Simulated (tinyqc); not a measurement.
Slater-Koster d bands of a bcc metal: one step. The Hamiltonian at one k. Two cases, with inputs chosen for the exercise.

Task: Sum over the neighbours.

Slater-Koster d bands. For a bond with direction cosines (l, m, n) the 5 x 5 block is dds Ps + ddp Pp + ddd (1 - Ps - Pp), the projectors on sigma, pi and delta states about the bond; for instance <xy|xy> = 3 l^2 m^2 dds + (l^2 + m^2 - 4 l^2 m^2) ddp + (n^2 + l^2 m^2) ddd, <xy|yz> = 3 l m^2 n dds + l n (1 - 4 m^2) ddp + l n (m^2 - 1) ddd and <3z2-r2|3z2-r2> = (n^2 - (l^2 + m^2)/2)^2 dds + 3 n^2 (l^2 + m^2) ddp + (3/4)(l^2 + m^2)^2 ddd. H(k) sums the blocks times cos(k.R) over the neighbours; the d level is the zero of energy; k in 2 pi/a.

Neighbours: eight at (a/2)(1,1,1) and equivalents, and six at a(1,0,0) and equivalents with the integrals times f2.

Case 1.

Values chosen (of the size met in Nb; shifted at random, so the results belong to these values and not to a real crystal): dds = -1.2 eV (dd sigma); ddp = 0.48 eV (dd pi); ddd = -0.18 eV (dd delta); f2 = 0.44 (factor on all three integrals for second neighbours); k = (0.64, 0.3, 0) 2 pi/a (wave vector).

Case 2.

Values chosen (of the size met in Mo; shifted at random, so the results belong to these values and not to a real crystal): dds = -1.215 eV (dd sigma); ddp = 0.595 eV (dd pi); ddd = -0.097 eV (dd delta); f2 = 0.487 (factor on all three integrals for second neighbours); k = (0.83, 0.27, 0.2) 2 pi/a (wave vector).

Give: H(k).

Result:

Case 1.

H(k) (eV), lower triangle:
```
            xy      yz      zx    x2-y2   3z2-r2
xy      0.1893
yz           0  1.1403
zx           0  2.4205  0.9496
x2-y2        0       0       0   0.1081
3z2-r2  1.4877       0       0  -0.1276  -1.2143
```

Case 2.

H(k) (eV), lower triangle:
```
             xy       yz       zx    x2-y2   3z2-r2
xy       1.3411
yz       0.7116   1.2247
zx      -1.3649   1.1110   1.6339
x2-y2         0  -0.7003  -0.3651  -1.6962
3z2-r2   0.6582   0.4043  -0.2108   0.2863  -1.8386
```

Computed by tinyqc, one run a case: `OMP_NUM_THREADS=1 python tinyqc.py N N+1 out.jsonl` with N = 1450333, 1450444; one thread of a shared Intel(R) Xeon(R) Processor @ 2.30GHz, about 0.05 s a run at most.
